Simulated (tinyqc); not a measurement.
# Planar ballistic transistor, top-of-the-barrier model: effects of single changes

At the top of the source barrier, states moving towards the drain are filled by the source (Fermi level 0) and states moving back by the drain (Fermi level -q Vd); nothing scatters. U is the shift of the band edge there, set by the capacitances CG, CD and CS (the total) and by the charge. Parabolic two-dimensional band; the source is grounded.

Parameters, values chosen for the exercise; mass and valleys close to those of indium arsenide:
- T = 400 K (temperature)
- m = 0.0286 m0 (effective mass)
- gv = 1 (valley degeneracy)
- eox = 3.9 (relative permittivity of the gate insulator)
- tox = 3.1 nm (insulator thickness)
- aG = 0.94 (gate control CG/CS)
- aD = 0.029 (drain control CD/CS)
- E0 = 0.17 eV (band edge at the barrier top above the source Fermi level at zero bias)
- Vd = 0.1 V (drain voltage)

Constants: q = 1.602176634e-19 C, kB = 1.380649e-23 J/K, hbar = 1.054571817e-34 J s, m0 = 9.1093837015e-31 kg, Vt = kB T/q, eps0 = 8.8541878128e-14 F/cm where lengths are in cm. Results are converted to the units shown.

Each table varies one quantity; the others keep the values above.

## Transfer curve

N0 = gv m kB T/(pi hbar^2), CG = eps0 eox/tox, vT = sqrt(2 kB T/(pi m)), CS = CG/aG, n0 = n at U = 0 and Vd = 0. eta1 = -(E0 + U)/Vt, eta2 = eta1 - Vd/Vt, n = (N0/2)[F_0(eta1) + F_0(eta2)], F_0(x) = ln(1 + exp x). U = UL + q (n - n0)/CS with UL = -(aG Vg + aD Vd), energies in eV. I = q (N0/2) vT [F_(1/2)(eta1) - F_(1/2)(eta2)] per width, F_(1/2)(x) = (2/sqrt(pi)) int_0^infinity u^(1/2)/(1 + exp(u - x)) du. CQ = (q/Vt) dn/d(eta1).

Transfer curve:
```
Vg (V)      eta1  n (cm^-2)  I (uA/um)  mean velocity I/(q n) (cm/s)      CQ/CS
0        -4.8429   1.7063e9    0.90034                      3.2934e7  0.0066678
0.1      -2.1990  2.2910e10     12.207                      3.3257e7   0.085531
0.2     0.010308  1.5491e11     86.884                      3.5006e7    0.44839
0.3       1.6593  4.2977e11     252.82                      3.6716e7    0.85954
0.4       3.0042  7.8214e11     444.25                      3.5451e7     1.1941
0.5       4.1799  1.1777e12     609.63                      3.2310e7     1.4272
0.6       5.2741  1.5940e12     743.31                      2.9106e7     1.5423
0.7       6.3355  2.0186e12     854.28                      2.6415e7     1.5886
0.8       7.3850  2.4463e12     950.21                      2.4244e7     1.6058
```

What does the comparison show?

The current rises from 0.900 to 950 uA/um. Between the first two rows the swing is 88.3 mV a decade, against Vt ln 10/aG = 84.4. CQ/CS goes from 0.0067 to 1.6, so a volt on the gate moves the band edge by 0.93 eV in the first row and 0.36 eV in the last. The mean velocity goes from 3.29e7 through a maximum of 3.67e7 (at Vg = 0.3 V among the rows listed) to 2.42e7 cm/s.

## Effect of the drain control CD/CS

Same model as above.

CQ = (q/Vt) dn/d(eta1). E0 is held fixed.

In this table Vg = 0.6 V, Vd = 0.6 V.

Effect of the drain control CD/CS:
```
aD      eta1  n (cm^-2)  I (uA/um)  mean velocity I/(q n) (cm/s)   CQ/CS
0      6.329   1.304e12       1497                       7.170e7  0.8062
0.008  6.406   1.319e12       1524                       7.208e7  0.8063
0.015  6.474   1.333e12       1547                       7.242e7  0.8064
0.023  6.551   1.349e12       1574                       7.280e7  0.8065
0.031  6.628   1.365e12       1600                       7.318e7  0.8066
0.039  6.705   1.381e12       1627                       7.355e7  0.8067
0.046  6.772   1.395e12       1651                       7.388e7  0.8067
0.054  6.849   1.411e12       1678                       7.426e7  0.8068
```

As aD goes from 0 to 0.054, n rises from 1.30e12 to 1.41e12 cm^-2, the mean velocity rises from 7.17e7 to 7.43e7 cm/s and the current rises from 1500 to 1680 uA/um. CQ/CS stays near 0.81.

Program tinyqc, `OMP_NUM_THREADS=1 python tinyqc.py 2400005 2400006 out.jsonl`; Intel Xeon 2.30GHz, shared host, one thread, about 0.01 s.
